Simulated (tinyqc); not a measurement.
Inside a calculation. Model: thin-body transistor below threshold, two-dimensional Poisson equation on a small mesh.

Program tinyqc, `OMP_NUM_THREADS=1 python tinyqc.py 2480122 2480123 out.jsonl`; Intel Xeon 2.30GHz, shared host, one thread, about 0.1 s. Printed values are rounded.

A thin body on a thick buried insulator of low permittivity, taken as carrying no normal field at the bottom of the body (row 0). Mobile charge is neglected (subthreshold), the body is fully depleted, and potentials are counted from the intrinsic level; rows run upward to the gate, columns from source to drain.

Inputs (values chosen for the exercise); semiconductor permittivity close to that of silicon: temperature T = 300 K; relative permittivity of the semiconductor eps_r = 11.5; relative permittivity of the insulator eox = 9; body thickness tb = 6 nm; insulator thickness tox = 4 nm; channel length L = 46 nm; acceptor density of the depleted body Na = 0 cm^-3; potential of the source Vbi = 0.46 V; gate offset Vfb = 0.05 V; gate voltage Vg = 0.1 V; drain voltage Vd = 0.7 V.

Constants: q = 1.602176634e-19 C, kB = 1.380649e-23 J/K, Vt = kB T/q, eps0 = 8.8541878128e-14 F/cm where lengths are in cm. Results are converted to the units shown.

## Coefficients of the five-point equations

Mesh: rows i = 0..2 in the semiconductor (step hs = tb/2, row 2 on the interface), then 1 step(s) ho = tox/1 up to the gate row 3; columns j = 0..5 (step hy = L/5). Box integration, divided by eps0: up_i = eps hy/h of the interval above row i, dn_i = that of the interval below (0 for row 0), lat_i = (sum of eps h/2 over the intervals above and below)/hy, s_i = -q Na w_i hy/eps0 with w_i the semiconductor height of the box (hs/2 for row 0 and the interface row, hs between, 0 in the insulator). Each free node obeys (up + dn + 2 lat) psi = up psi(above) + dn psi(below) + lat [psi(left) + psi(right)] + s.

| row | up | dn | lat | s (V) |
|---|---|---|---|---|
| 0 | 35.2667 | 0 | 1.875 | 0 |
| 1 | 35.2667 | 35.2667 | 3.75 | 0 |
| 2 | 20.7 | 35.2667 | 3.83152 | 0 |

## Iteration 1: over-relaxation sweep (omega = 1.2)

psi at the start (fixed values on the edges, free nodes linear between source and drain columns) (V):

|  | j=0 | j=1 | j=2 | j=3 | j=4 | j=5 |
|---|---|---|---|---|---|---|
| row 0 | 0.46000 | 0.60000 | 0.74000 | 0.88000 | 1.02000 | 1.16000 |
| row 1 | 0.46000 | 0.60000 | 0.74000 | 0.88000 | 1.02000 | 1.16000 |
| row 2 | 0.46000 | 0.60000 | 0.74000 | 0.88000 | 1.02000 | 1.16000 |
| row 3 | 0.05000 | 0.05000 | 0.05000 | 0.05000 | 0.05000 | 0.05000 |

Free nodes: rows 0..2, columns 1..4, taken row by row from row 0, left to right. t = (up psi(above) + dn psi(below) + lat [psi(left) + psi(right)] + s)/(up + dn + 2 lat), with the newest neighbours; psi(new) = psi + 1.2 (t - psi).

psi after iteration 1 (V):

|  | j=0 | j=1 | j=2 | j=3 | j=4 | j=5 |
|---|---|---|---|---|---|---|
| row 0 | 0.46000 | 0.60000 | 0.74000 | 0.88000 | 1.02000 | 1.16000 |
| row 1 | 0.46000 | 0.60000 | 0.74000 | 0.88000 | 1.02000 | 1.16000 |
| row 2 | 0.46000 | 0.38529 | 0.45512 | 0.53540 | 0.61643 | 1.16000 |
| row 3 | 0.05000 | 0.05000 | 0.05000 | 0.05000 | 0.05000 | 0.05000 |

## Iteration 2: over-relaxation sweep (omega = 1.2)

As before.

psi after iteration 2 (V):

|  | j=0 | j=1 | j=2 | j=3 | j=4 | j=5 |
|---|---|---|---|---|---|---|
| row 0 | 0.46000 | 0.60000 | 0.74000 | 0.88000 | 1.02000 | 1.16000 |
| row 1 | 0.46000 | 0.48356 | 0.57879 | 0.68381 | 0.78982 | 1.16000 |
| row 2 | 0.46000 | 0.33020 | 0.37599 | 0.43895 | 0.53708 | 1.16000 |
| row 3 | 0.05000 | 0.05000 | 0.05000 | 0.05000 | 0.05000 | 0.05000 |

## Course of the iteration: over-relaxation sweep (omega = 1.2)

Stop when the largest change of psi is below 1e-7 V, or after 400 iterations. Fixed values: gate row Vg - Vfb; column 0 at Vbi and the last column at Vbi + Vd in the semiconductor, each running linearly to Vg - Vfb across the insulator.

Course of the iteration:

| iteration | psi at row 0, j = 2 (V) | largest \|change\| of one entry (V) |
|---|---|---|
| 1 | 0.74 | 0.404 |
| 2 | 0.74 | 0.230 |
| 3 | 0.557853 | 0.263 |
| 4 | 0.440705 | 0.145 |
| 5 | 0.351378 | 0.106 |
| 6 | 0.285945 | 0.0739 |
| 7 | 0.238226 | 0.0506 |
| 8 | 0.203968 | 0.0346 |
| 9 | 0.179592 | 0.0244 |
| ... | ... | ... |
| 35 | 0.122557 | 1.81e-6 |
| 36 | 0.122556 | 1.25e-6 |
| 37 | 0.122555 | 8.66e-7 |
| 38 | 0.122555 | 5.99e-7 |
| 39 | 0.122554 | 4.14e-7 |
| 40 | 0.122554 | 2.86e-7 |
| 41 | 0.122554 | 1.98e-7 |
| 42 | 0.122554 | 1.37e-7 |
| 43 | 0.122553 | 9.46e-8 |

Converged in 43 iterations. At the end each change is about 0.69 times the one before: linear convergence.

## Barrier, swing and barrier lowering

converged psi (V):

|  | j=0 | j=1 | j=2 | j=3 | j=4 | j=5 |
|---|---|---|---|---|---|---|
| row 0 | 0.46000 | 0.19463 | 0.12255 | 0.17176 | 0.42151 | 1.16000 |
| row 1 | 0.46000 | 0.18435 | 0.11611 | 0.16110 | 0.39553 | 1.16000 |
| row 2 | 0.46000 | 0.15202 | 0.09762 | 0.13029 | 0.31318 | 1.16000 |
| row 3 | 0.05000 | 0.05000 | 0.05000 | 0.05000 | 0.05000 | 0.05000 |

d psi/dVg on row 0: j=0 0.000000, j=1 0.660435, j=2 0.872163, j=3 0.872163, j=4 0.660435, j=5 0.000000
d psi/dVd on row 0: j=0 0.00000, j=1 0.00772, j=2 0.02877, j=3 0.09906, j=4 0.33184, j=5 1.00000

The barrier is read along row 0, the path farthest from the gate. Take the node j of lowest psi: barrier Vbi - psi_j; swing Vt ln 10/(d psi_j/dVg); DIBL = (d psi_j/dVd)/(d psi_j/dVg). The derivatives solve the same equations with s = 0 and a unit change of that voltage.

j = 2
barrier = 0.337447 V
swing = 68.2515 mV/decade
DIBL = 32.9889 mV/V

A mesh of 12, 8 and 80 steps (semiconductor, insulator, channel) gives a barrier of 0.355 V, a swing of 65.6 mV a decade and a DIBL of 27.3 mV/V; the small mesh puts the barrier 4.9 % below that.
